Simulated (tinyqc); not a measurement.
Approximations against the iterative solution: electron mobility of a polar semiconductor by Rode's iterative solution of the Boltzmann equation. Computed by tinyqc, a small Python program. Command: `OMP_NUM_THREADS=1 python tinyqc.py 3001445 3001446 out.jsonl rode walk`. One thread of a shared host (Intel(R) Xeon(R) Processor @ 2.30GHz), about 0.01 s of CPU time with the checks.

The distribution is f(E) + e F l(E) (-df/dE) cos(theta) for a weak field F, theta counted from the force; l(E) is a mean free path. Elastic processes enter by their momentum rate, polar optical phonons by out- and in-scattering terms. One valley only: where upper valleys lie close, measured mobilities are lower. The density n is prescribed, even where a narrow-gap material would have more intrinsic carriers.

Inputs (values chosen for the exercise, modelled on GaSb):
```
quantity                              value    unit
effective mass m                     0.0408     m_0
non-parabolicity alpha                  1.2    1/eV
static permittivity eps_s              15.7       -
high-frequency permittivity eps_inf    14.4       -
density rho                            5610  kg/m^3
sound velocity v_l                     4140     m/s
acoustic deformation potential D_A        8      eV
optical phonon energy hbar w             30     meV
electron density n                    9e+17  1/cm^3
compensation ratio C                      0       -
temperature T                           400       K
grid points per phonon energy s           8       -
iteration cap                           200       -
```

Band: Kane. Elastic processes: acoustic, impurity.

Constants: k_B = 8.617333262e-05 eV/K; m_0 = 9.1093837015e-31 kg; e = 1.602176634e-19 C; hbar = 1.054571817e-34 J s; eps_0 = 8.8541878128e-12 F/m; k_B = 1.380649e-23 J/K; hbar = 6.582119569e-16 eV s.

Method:
- Kane band: hbar^2 k^2/(2 m) = E (1 + alpha E), speed v = hbar k/(m (1 + 2 alpha E)), states per spin, volume and energy g(E) = m k (1 + 2 alpha E)/(2 pi^2 hbar^2); overlap factors are set to 1. Masses are multiplied by m_0 and all formulas are in SI units.
- The reduced Fermi level eta = E_F/(k_B T) solves n = 2 Z int g f dE with f = 1/(1 + exp(x - eta)) (Z = 1 unless valleys are given); screening length L_s = sqrt(eps_s eps_0 k_B T/(e^2 dn/deta)), dn/deta = 2 Z int g f (1 - f) dE.
- Integrals over x = E/(k_B T) use 160 Gauss-Legendre points in u = sqrt(x) from 0 to sqrt(max(eta, 0) + 32).
- N_I = n (1 + C)/(1 - C).
- Phonon occupation N_q = 1/(exp(hbar w/(k_B T)) - 1).
- Acoustic deformation potential (elastic, equipartition, absorption and emission together): 1/tau = 2 pi k_B T D_A^2 g(E)/(hbar rho v_l^2).
- Singly charged impurities, momentum relaxation: 1/tau = N_I e^4 m (1 + 2 alpha E) Phi/(8 pi (eps_s eps_0)^2 hbar^3 k^3), with alpha = 0 for a parabolic band.
- Brooks-Herring: Phi = ln(1 + b) - b/(1 + b), b = 4 k^2 L_s^2.
- Polar optical, unscreened: W = e^2 w (1/eps_inf - 1/eps_s) m (1 + 2 alpha E') ln|(k + k')/(k - k')| / (4 pi eps_0 hbar^2 k), times N_q for absorption (E' = E + hbar w) and N_q + 1 for emission (E' = E - hbar w > 0), with alpha = 0 for a parabolic band; mean cosine of the angle <cos> = (k^2 + k'^2)/(2 k k') - 1/ln|(k + k')/(k - k')|.
- Energy grid E_j = (j + 1/2) hbar w/s, j = 0, 1, ..., up to (max(eta, 0) + 18) k_B T, so that E_j +/- hbar w are grid points; l = 0 beyond the grid; integrals are sums times the spacing.
- With f' = f(E'): out-scattering S_o = sum over absorption and emission of W (1 - f')/(1 - f); nu = sum of elastic rates; the in-scattering weights are c+ = W_abs <cos> (1 - f')/(1 - f) for E' = E + hbar w and c- likewise for emission.
- Iteration: l_new(E) = [v(E) + c+ l(E + hbar w) + c- l(E - hbar w)]/(nu + S_o), from l = 0.
- mu = e sum g v l f (1 - f) / (3 k_B T sum g f) over the grid; stop when mu changes by less than 1e-8 of itself.
- Self-energy RTA: l = v/(nu + S_o), the first iteration. Momentum RTA: l = v/(nu + S_o - c+ v(E + hbar w)/v - c- v(E - hbar w)/v), listed only where the denominator is positive on the whole grid. The polar-only value solves the same system with nu = 0; the elastic value takes l = v/nu.

reduced Fermi level eta = 1.62724

ionised impurity density N_I = 9.00e+17 1/cm^3

screening length L_s = 7.47659 nm

mobility mu = 7360.61 cm^2/(V s)

Mobilities:
```
method                              mu (cm^2/(V s))  deviation (%)
iterative solution                             7361           0.00
self-energy RTA                                4761         -35.32
momentum RTA                                   7402           0.56
polar phonons alone, exact                    22365         203.85
elastic processes alone                       11412          55.05
Matthiessen's rule on the last two             7556           2.66
```

self-energy RTA mobility = 4760.5 cm^2/(V s)

polar-phonon mobility = 22365 cm^2/(V s)

elastic mobility = 11412 cm^2/(V s)

error of the self-energy RTA = -35.324 %

The self-energy RTA is 35.3 % low: it counts every polar event as a full loss of current, though forward events keep part of it. Here hbar w/k_B T = 0.87. Matthiessen's rule is 2.7 % high. The momentum RTA deviates by +0.6 %. Caution: the gas is degenerate, and screening of the polar coupling, left out here, would raise the mobility.
